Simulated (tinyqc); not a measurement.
Strain, valley repopulation and piezoresistance in a many-valley conduction band: one step, computed by the program tinyqc.

Valleys are ellipsoids with mass m_l along the axis a and m_t across it, parabolic, with one constant relaxation time; strain shifts the valleys and leaves the masses alone. Currents are taken along [100], along the load, and along [010], across the load.

Task: Valley shifts. Herring-Vogt shift of a valley with unit axis a: dE = Xi_d tr(e) + Xi_u a.e.a.

Inputs (values chosen for the exercise, for a model crystal): shear deformation potential Xi_u = 7.9 eV; dilation deformation potential Xi_d = 1.3 eV.

Valley axes: <100> (6 valleys in 3 pairs). Load: uniaxial [100].

strain tensor (%), rows x, y, z:
```
[[0.1187187, 0.0000000, 0.0000000],
 [0.0000000, -0.0307975, 0.0000000],
 [0.0000000, 0.0000000, -0.0307975]]
```

Constants: k_B = 8.617333262e-05 eV/K.

Give: shifts dE; splitting (highest minus lowest).

Result:

shifts dE (meV): x 10.12, y -1.69, z -1.69

splitting (highest minus lowest) = 11.81 meV
